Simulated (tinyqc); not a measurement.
Inside a calculation: carbon nanotube by zone folding. Values are carried at full precision from step to step, so a last printed digit may differ when a step is redone from the rounded ones.

Circumference C = n a1 + m a2, a = sqrt3 acc; d = a sqrt(n^2 + nm + m^2)/pi; tan(theta) = sqrt3 m/(2n + m); dR = gcd(2n + m, 2m + n); T = t1 a1 + t2 a2 with t1 = (2m + n)/dR, t2 = -(2n + m)/dR, |T| = sqrt3 pi d/dR; N = 2 (n^2 + nm + m^2)/dR hexagons a cell. On cutting line mu = 0 to N - 1 at x = k|T|/(2 pi) the phases are p1 = 2 pi (-t2 mu + m x)/N, p2 = 2 pi (t1 mu - n x)/N, and E = -/+ t |1 + exp(i p1) + exp(i p2)|.

Constants: hbar^2/2m0 = 3.80998211 eV angstrom^2.

Inputs chosen for the exercise (near those used for carbon; not measured data): n = 19 (chiral index); m = 0 (chiral index); acc = 1.44 angstrom (bond length); t = 2.74 eV (hopping); mu = 24 (cutting line); x = 0.48 (position on the line).

## Geometry

Form d, theta, dR, t1, t2, N and |T|, and (n - m) mod 3.

d = 15.084 angstrom
theta = 0.00 degrees

dR, t1, t2, N: 19  1  -2  38

|T| = 4.320 angstrom
(n - m) mod 3 = 1

The nearest line misses K by a third of the spacing 2/d: semiconducting in zone folding; zigzag, 76 atoms a cell.

## One point of one line

Form the phases and the energy.

p1, p2 (rad): 7.93666  2.46036

E of the upper band = 4.4728 eV

## Band edges

The three lowest distinct minima of E along the lines, doubled (the transition between mirror bands), against the cone: 2 t acc j/d with j = 1, 2, 4 for semiconducting and 0, 3, 3 for metallic tubes.

Transitions (eV):
```
order  zone folding    cone
1            0.5146  0.5231
2            1.0774  1.0463
3            1.9430  2.0926
```

Trigonal warping puts the first transition -1.6 % and the second +3.0 % from the cone; the two lines lie on opposite sides of K, where the contours bend oppositely. Measured optical lines also hold self-energy and exciton terms.

## Mass at the first band edge

Cone estimate: E^2 = (Eg/2)^2 + (hbar v k)^2, hbar v = 3 t acc/2, Eg = 2 t acc/d, so m/m0 = c Eg/(hbar v)^2, c = hbar^2/2m0.

hbar v = 5.9184 eV angstrom
Eg = 0.5231 eV
mass = 0.0569 m0

## Checks

- Gap of the zigzag tube against 2t min |1 + 2 cos(q pi/n)|: both 0.514552.

Run: tinyqc, `OMP_NUM_THREADS=1 python tinyqc.py 1451434 1451435 out.jsonl`; Intel(R) Xeon(R) Processor @ 2.30GHz, one thread, shared host; about 0.03 s of CPU time with all checks.
